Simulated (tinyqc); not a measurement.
From results back to parameters: eight-band Kane k.p model. Three cases, with inputs chosen for the exercise.

Problem. In the Kane model 1/m = A_r + Ep (Eg + 2 Dso/3)/(Eg (Eg + Dso)) and the Roth formula gives g* = 2 - 2 Ep Dso/(3 Eg (Eg + Dso)). The mass and the g factor below were computed from hidden Ep and Dso.

Case 1.

Values chosen (out of a larger set: near those of GaAs; not measured data): Eg = 1.506 eV (gap at Gamma to the s-like level); A_r = -0.8 (remote-band term in 1/m).

m = 0.0677822 m0
g* = 0.03856

Case 2.

Values chosen (out of a larger set: near those of AlAs; not measured data): Eg = 3.143 eV (gap at Gamma to the s-like level); A_r = 1 (remote-band term in 1/m).

m = 0.1306284 m0
g* = 1.62941

Case 3.

Values chosen (out of a larger set: near those of Ge; not measured data): Eg = 0.897 eV (gap at Gamma to the s-like level); A_r = 0 (remote-band term in 1/m).

m = 0.0372634 m0
g* = -2.74494

Find: X; Y; Ep; Dso.

Solution. Let X = 1/m - A_r and Y = (2 - g*)/2. Then X + Y = Ep/Eg and X - 2 Y = Ep/(Eg + Dso).

Case 1.

X = 15.553
Y = 0.981
Ep = 24.90 eV
Dso = 0.326 eV

Case 2.

X = 6.655
Y = 0.185
Ep = 21.50 eV
Dso = 0.278 eV

Case 3.

X = 26.836
Y = 2.372
Ep = 26.20 eV
Dso = 0.289 eV

Computed by tinyqc, one run a case: `OMP_NUM_THREADS=1 python tinyqc.py N N+1 out.jsonl` with N = 1050106, 1050128, 1050143; one thread of a shared Intel(R) Xeon(R) Processor @ 2.30GHz, about 0.08 s a run at most.
